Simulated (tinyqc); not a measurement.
# Worked calculation: surface potential of a MOS transistor: implicit equation and explicit approximations

tinyqc, about 0.01 s, one thread, Intel Xeon 2.30GHz (shared host): `OMP_NUM_THREADS=1 python tinyqc.py 2122136 2122137 out.jsonl` Printed values are rounded.

p-type body, charge-sheet picture, depletion and inversion only, full ionisation (an idealisation for deep acceptors), Boltzmann statistics (rough once Na exp(x - xn) passes about Nc/7). In units of Vt: xg = (Vg - Vfb)/Vt, x = psi/Vt, G = gamma/sqrt(Vt), xn = (2 phiF + Vc)/Vt. The implicit equation is (xg - x)^2 = G^2 [x - 1 + exp(x - xn)] for x above about 3. Cox = eps0 eox/tox.

Parameters, values chosen for the exercise; band and dielectric values close to those of silicon: temperature T = 300 K; band gap Eg = 1.1 eV; relative permittivity eps_r = 11.7; conduction-band density of states at T Nc = 2.76e19 cm^-3; valence-band density of states at T Nv = 2.64e19 cm^-3; relative permittivity of the gate insulator (close to silicon nitride) eox = 7.32; insulator thickness tox = 16 nm; acceptor density Na = 1.9e18 cm^-3; flat-band voltage Vfb = -0.94 V; channel-body voltage Vc = 0 V; gate-body voltage Vg = 2.66 V.

Constants: q = 1.602176634e-19 C, kB = 1.380649e-23 J/K, Vt = kB T/q, eps0 = 8.8541878128e-14 F/cm where lengths are in cm. Results are converted to the units shown.

Range of the model: The electron quasi-Fermi level lies less than 2 Vt below the band edge at the surface, or above it, where degeneracy and confinement, left out, matter.

## Scales

ni = sqrt(Nc Nv) exp(-Eg/(2 Vt)), Eg in volts; phiF = Vt ln(Na/ni); gamma = sqrt(2 q eps0 eps_r Na)/Cox; VT = Vfb + Vt (xn + G sqrt(xn - 1)).

phiF = 0.4813956 V
gamma = 1.960534 V^0.5
G = 12.19347
xn = 37.24243
VT = 1.920503 V
xg = 139.2542

## Explicit approximation

Depletion value a = 1 + [sqrt(G^2/4 + xg - 1) - G/2]^2; inversion value b = xn + ln[(xg - xn)^2/G^2 - xn + 1] and first guess y = min(a, b) - ln(1 + exp(-|a - b|)) if a > xn + 1, else b = y = a; one second-order correction with D = exp(y - xn), p = 2 (xg - y) + G^2 (1 + D), w = (xg - y)^2 - G^2 (y - 1 + D): z = y + 2 w/(p + sqrt(p^2 - 2 (2 - G^2 D) w)), or the Newton step z = y + w/p where the root is not real.

a = 52.09465
b = 40.76138
y = 40.76137
p = 5363.460
w = -1228.704
z = 40.50045

The root of the implicit equation is x = 40.5038; y misses it by 0.26 and z by -0.0033, in units of Vt.

## Starting value

x = y rounded to two decimals.

x at the start = 40.76

## Iteration 1: new x

D = exp(x - xn), f = (xg - x)^2 - G^2 (x - 1 + D), f' = -2 (xg - x) - G^2 (1 + D), x(new) = x - f/f'.

D = 33.70251
f = -1221.351
f' = -5356.584
x after iteration 1 = 40.53199

## Iteration 2: new x

As before.

D = 26.83113
f = -120.8421
f' = -4335.399
x after iteration 2 = 40.50412

## Course of the iteration

Stop when the step is below 1e-11, or after 60 iterations.

Course of the iteration:
```
iteration  x before the step      step
1                      40.76    -0.228
2                   40.53199   -0.0279
3                   40.50412  -3.63e-4
4                   40.50375  -6.05e-8
5                   40.50375         0
```

Converged in 5 iterations.

## Potential, charges and gate control

converged x = 40.50375

psi = Vt x; N_dep = Cox Vt G sqrt(x - 1)/q; N_inv = (Cox Vt G/q) [sqrt(x - 1 + exp(x - xn)) - sqrt(x - 1)]; dpsi/dVg = 1/[1 + G^2 (1 + exp(x - xn))/(2 (xg - x))].

psi = 1.047103 V
N_dep = 5.009221e12 cm^-2
N_inv = 1.4453e12 cm^-2
dpsi/dVg = 0.04675256

psi lies 3.3 Vt above 2 phiF + Vc.
